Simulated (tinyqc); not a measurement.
# Resistance of a source-drain extension with a graded tip, step by step

Program tinyqc, `OMP_NUM_THREADS=1 python tinyqc.py 2282167 2282168 out.jsonl`; Intel Xeon 2.30GHz, shared host, one thread, about 0.03 s. Printed values are rounded.

y runs along the channel, the gate covers y > 0. The doping is N0 for y < y0 and N0 10^(-(y - y0)/la) beyond, uniform over the depth xj. Sheet conductance s(y) = q mu(N) max(N - Nch, 0) xj + (for y > 0) ma Cox Vo, with mu(N) = u0 + (u1 - u0)/(1 + (N/Nr)^au) and Cox = eps0 eox/tox. Current is taken as one-dimensional; depletion of the tip, spreading and the contact are left out. The metallurgical junction lies at yj, where N = Nch.

Values chosen for this exercise; mobility law close to that of holes in silicon:
- eox = 3.9 (relative permittivity of the gate insulator (close to silicon dioxide))
- tox = 1.7 nm (insulator thickness)
- N0 = 1.6e20 cm^-3 (active doping of the extension far from the gate)
- la = 1.8 nm/decade (lateral abruptness)
- y0 = 2.4 nm (position under the gate where the fall begins (gate edge at 0))
- xj = 20 nm (depth of the extension)
- Nch = 9.1e17 cm^-3 (channel doping)
- Vo = 0.62 V (gate overdrive)
- ma = 84 cm^2/(V s) (mobility of the gate-induced layer)
- u1 = 470.5 cm^2/(V s) (mobility at low doping)
- u0 = 44.9 cm^2/(V s) (mobility at high doping)
- Nr = 2.23e17 cm^-3 (reference doping)
- au = 0.719 (exponent)
- Lg = 90 nm (gate length)

Constants: q = 1.602176634e-19 C, eps0 = 8.8541878128e-14 F/cm where lengths are in cm. Results are converted to the units shown.

## Sheet resistances and junction position

yj = y0 + la log10(N0/Nch); sheet resistance of the full extension 1/[q mu(N0)(N0 - Nch) xj] and of the gate-induced layer 1/(ma Cox Vo); metallurgical length Lg - 2 yj; ye is where the doped and the gate-induced conductances are equal.

yj = 6.441141 nm
sheet resistance of the extension = 403.3684 ohm/square
sheet resistance of the induced layer = 9452.890 ohm/square
metallurgical length = 77.11772 nm
ye = 5.163128 nm
N at ye = 4.667119e18 cm^-3

The gate takes over 1.28 nm before the junction, where N is still 5.13 times the channel doping.

## Resistance of the overlapped part

Midpoint rule on 12 equal steps from 0 to yj: R_ov = sum h/s(y), per width.

```
point,y (nm),N (cm^-3),doped conductance (uS),sheet resistance (ohm/square)
0,0.2683809,1.6e20,2479.123,386.8605
1,0.8051427,1.6e20,2479.123,386.8605
2,1.341904,1.6e20,2479.123,386.8605
3,1.878666,1.6e20,2479.123,386.8605
4,2.415428,1.568732e20,2433.039,393.8827
5,2.952190,7.894922e19,1276.948,723.2042
6,3.488952,3.973259e19,683.0527,1267.684
7,4.025713,1.999613e19,373.3912,2086.903
8,4.562475,1.006340e19,207.4798,3192.159
9,5.099237,5.064585e18,114.0269,4549.286
10,5.635999,2.548842e18,56.62126,6157.294
11,6.172761,1.282750e18,16.61397,8169.819
```

R_ov = 15.076 ohm um

The exact integral is 15.148 ohm um; the coarse sum is 0.47 % below it.
